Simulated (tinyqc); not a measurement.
Geometry optimisation on the LDA (VWN5)/sto-6g surface (energies and gradients from PySCF), for H4, spin multiplicity 1, step by step. Computed by tinyqc, a small Python program that keeps every step (integrals from PySCF). Settings: charge = 0, multiplicity = 1, basis = sto-6g, functional = lda,vwn, optimiser = bfgs, first Hessian = 1.0, largest step = 0.5, iteration cap = 30. Command: `OMP_NUM_THREADS=1 python tinyqc.py 31125 31126 out.jsonl` (the two numbers bound the seeds that draw the settings). One thread of a shared host (Intel(R) Xeon(R) Processor @ 2.60GHz), about 4 s of CPU time with the checks.

## Step 1: energy and gradient

positions at the start (bohr), order 1H, 2H, 3H, 4H:
$$\begin{pmatrix}
-0.081258 & 0.073699 & -0.100155 \\
-0.026456 & 0.088817 & 1.579811 \\
-0.083148 & 2.239325 & 0.098266 \\
0.060471 & 2.184523 & 1.559024
\end{pmatrix}$$

Self-consistent energy and analytic gradient at these positions.

energy = -2.03730810 hartree

gradient (hartree/bohr), order 1H, 2H, 3H, 4H:
$$\begin{pmatrix}
-0.00138813 & 0.17082601 & -0.10650904 \\
0.00838761 & 0.17274900 & 0.12187772 \\
-0.00928615 & -0.16761060 & -0.08035798 \\
0.00228630 & -0.17596574 & 0.06498911
\end{pmatrix}$$

## Step 1: move

Quasi-Newton step p = -H^(-1) g (first H = 1 times the unit matrix); steps longer than 0.5 bohr are cut back.

positions after step 1 (bohr), order 1H, 2H, 3H, 4H:
$$\begin{pmatrix}
-0.079870 & -0.097127 & 0.006354 \\
-0.034844 & -0.083932 & 1.457933 \\
-0.073862 & 2.406936 & 0.178624 \\
0.058185 & 2.360489 & 1.494035
\end{pmatrix}$$

## Step 2: energy and gradient

As before.

energy = -2.15145337 hartree

gradient (hartree/bohr), order 1H, 2H, 3H, 4H:
$$\begin{pmatrix}
-0.00008559 & 0.09298347 & -0.04653703 \\
0.00386963 & 0.09483047 & 0.05440119 \\
-0.00074802 & -0.09372127 & 0.00296799 \\
-0.00303566 & -0.09409244 & -0.01083218
\end{pmatrix}$$

## Step 2: move

inverse Hessian in use (bohr^2/hartree):
```
            1          2          3          4          5          6          7          8
1    0.999993  -0.000511   0.000120  -0.000013  -0.000531  -0.000157  -0.000047   0.000545
2   -0.000511   1.239164  -0.124669   0.010256   0.243567   0.145114  -0.003795  -0.239981
3    0.000120  -0.124669   1.062486  -0.005194  -0.127139  -0.073034   0.001037   0.125638
4   -0.000013   0.010256  -0.005194   1.000431   0.010455   0.006064  -0.000105  -0.010324
5   -0.000531   0.243567  -0.127139   0.010455   1.248039   0.147968  -0.003931  -0.244361
6   -0.000157   0.145114  -0.073034   0.006064   0.147968   1.085325  -0.001321  -0.146177
7   -0.000047  -0.003795   0.001037  -0.000105  -0.003931  -0.001321   0.999706   0.004013
8    0.000545  -0.239981   0.125638  -0.010324  -0.244361  -0.146177   0.004013   1.240682
9   -0.000571  -0.012662  -0.003606   0.000078  -0.013609   0.002971  -0.003642   0.014926
10   0.000068  -0.005948   0.004036  -0.000312  -0.005992  -0.004585   0.000447   0.005765
11   0.000497  -0.242750   0.126169  -0.010387  -0.247245  -0.146905   0.003713   0.243660
12   0.000608  -0.007783   0.014154  -0.000948  -0.007220  -0.015262   0.003925   0.005613

            9         10         11         12
1   -0.000571   0.000068   0.000497   0.000608
2   -0.012662  -0.005948  -0.242750  -0.007783
3   -0.003606   0.004036   0.126169   0.014154
4    0.000078  -0.000312  -0.010387  -0.000948
5   -0.013609  -0.005992  -0.247245  -0.007220
6    0.002971  -0.004585  -0.146905  -0.015262
7   -0.003642   0.000447   0.003713   0.003925
8    0.014926   0.005765   0.243660   0.005613
9    0.958990   0.004134   0.011345   0.041645
10   0.004134   0.999798   0.006176  -0.003585
11   0.011345   0.006176   1.246336   0.009391
12   0.041645  -0.003585   0.009391   0.959462
```

Quasi-Newton step p = -H^(-1) g (the inverse Hessian comes from BFGS updates; coordinates in the order x, y, z of each atom); steps longer than 0.5 bohr are cut back.

positions after step 2 (bohr), order 1H, 2H, 3H, 4H:
$$\begin{pmatrix}
-0.079566 & -0.294582 & 0.107264 \\
-0.043188 & -0.285163 & 1.340231 \\
-0.071488 & 2.605504 & 0.180843 \\
0.063850 & 2.560607 & 1.508607
\end{pmatrix}$$

## Convergence

Stop when the largest gradient component is below 3e-5 hartree/bohr. The inverse Hessian follows the BFGS update with s = step, y = change of gradient.

Course of the optimisation:
```
step  E (hartree)  largest gradient (hartree/bohr)
1     -2.03730810                         1.76e-01
2     -2.15145337                         9.48e-02
3     -2.20389084                         7.97e-02
4     -2.23099847                         2.68e-02
5     -2.24772127                         1.25e-02
6     -2.25417748                         6.37e-03
7     -2.25737789                         4.69e-03
8     -2.25883528                         2.16e-03
9     -2.25948434                         7.24e-04
10    -2.25976073                         3.51e-04
11    -2.25987388                         1.73e-04
12    -2.25991547                         7.92e-05
13    -2.25992825                         7.36e-05
14    -2.25993109                         3.97e-05
15    -2.25993143                         1.39e-05
```

Final distances (angstrom):
```
pair   distance
2H-1H  0.734602
3H-1H  3.192813
3H-2H  3.243238
4H-1H  3.290034
4H-2H  3.174062
4H-3H  0.734596
```

Converged in 15 steps.
